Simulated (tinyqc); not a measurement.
## Capacitances against the relative permittivity between the lines

Endless row of lines of width wl, height tl and space sl between grounded planes at distance hd; e2 fills the gaps beside the lines, e1 the rest. Laplace's equation is solved on meshes of 3, 6 and 12 steps per unit u and extrapolated (Aitken), which is good to about 0.2 %. C_even (all lines at 1 V) is the capacitance Cg to the planes; C_odd (neighbours in antiphase) = Cg + 4 Cc if only nearest neighbours couple, which defines Cc; total with quiet neighbours Cg + 2 Cc. Plate values 2 eps0 e1 wl/hd and eps0 e2 tl/sl.

Inputs (values chosen for the exercise): relative permittivity above and below the lines e1 = 4.2; line width, in units u wl = 4 u; line height tl = 10 u; space between lines sl = 6 u; distance to each plane hd = 4 u.

Constants: eps0 = 8.8541878128e-12 F/m. Results are converted to the units shown.

The same in every row: plate Cg (aF/um) = 74.4.

Results:
```
e2	Cg (aF/um)	Cc (aF/um)	Cg + 2 Cc (aF/um)	C_odd (aF/um)	plate Cc (aF/um)	share of coupling, 2 Cc/(Cg + 2 Cc) (%)
1	144	17.2	178	212	14.8	19.3
1.5	148	23.9	195	243	22.1	24.4
2.5	154	37.6	229	304	36.9	32.8
3	157	44.5	246	335	44.3	36.3
3.9	160	57.2	275	389	57.6	41.7
5	163	72.9	309	455	73.8	47.1
7	168	102	371	575	103	54.8
```

Estimate the missing row, e2 = 2.

Computed row:
```
e2	Cg (aF/um)	Cc (aF/um)	Cg + 2 Cc (aF/um)	C_odd (aF/um)	plate Cc (aF/um)	share of coupling, 2 Cc/(Cg + 2 Cc) (%)
2	151	30.7	213	274	29.5	28.8
```

With this row back in the table: As e2 goes from 1 to 7, Cg rises from 144 to 168 aF/um, Cc rises from 17.2 to 102 aF/um and the share of coupling rises from 19.3 to 54.8 %. Cg is 1.93 times its plate value in the first row and 2.26 times in the last; for Cc the ratios are 1.16 and 0.985. Neighbours in antiphase raise the load by a factor of 1.19 and 1.55 over quiet ones.

Numbers from tinyqc (`OMP_NUM_THREADS=1 python tinyqc.py 2790116 2790117 out.jsonl`; about 0.5 s on one thread of a shared Intel Xeon 2.30GHz).
